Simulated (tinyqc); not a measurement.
Gate voltage for a given inversion charge.

Question. p-type body, charge-sheet picture, depletion and inversion only, full ionisation (an idealisation for deep acceptors), Boltzmann statistics (rough once Na exp(x - xn) passes about Nc/7). In units of Vt: xg = (Vg - Vfb)/Vt, x = psi/Vt, G = gamma/sqrt(Vt), xn = (2 phiF + Vc)/Vt. The implicit equation is (xg - x)^2 = G^2 [x - 1 + exp(x - xn)] for x above about 3. Cox = eps0 eox/tox. ni = sqrt(Nc Nv) exp(-Eg/(2 Vt)), Eg in volts; phiF = Vt ln(Na/ni); gamma = sqrt(2 q eps0 eps_r Na)/Cox. N_inv = (Cox Vt G/q) [sqrt(x - 1 + exp(x - xn)) - sqrt(x - 1)]. Find x - xn, psi and Vg.

Parameters, values chosen for the exercise; band and dielectric values those of a made-up semiconductor:
```
symbol,value,unit,meaning
T,250,K,temperature
Eg,0.857,eV,band gap
eps_r,12.5,,relative permittivity
Nc,2.74e19,cm^-3,conduction-band density of states at T
Nv,2.52e19,cm^-3,valence-band density of states at T
eox,3.9,,relative permittivity of the gate insulator (close to silicon dioxide)
tox,3.5,nm,insulator thickness
Na,1.1e18,cm^-3,acceptor density
Vfb,-0.96,V,flat-band voltage
Vc,1,V,channel-body voltage
```

Constants: q = 1.602176634e-19 C, kB = 1.380649e-23 J/K, Vt = kB T/q, eps0 = 8.8541878128e-14 F/cm where lengths are in cm. Results are converted to the units shown.

N_inv = 2.8e10 cm^-2

Answer. N_inv rises steadily with x, so it fixes x; the implicit equation then gives xg directly.

x - xn = -0.138
psi = 1.72 V
Vg = 1.59 V

Numbers from tinyqc (`OMP_NUM_THREADS=1 python tinyqc.py 2122192 2122193 out.jsonl`; about 0.01 s on one thread of a shared Intel Xeon 2.30GHz).
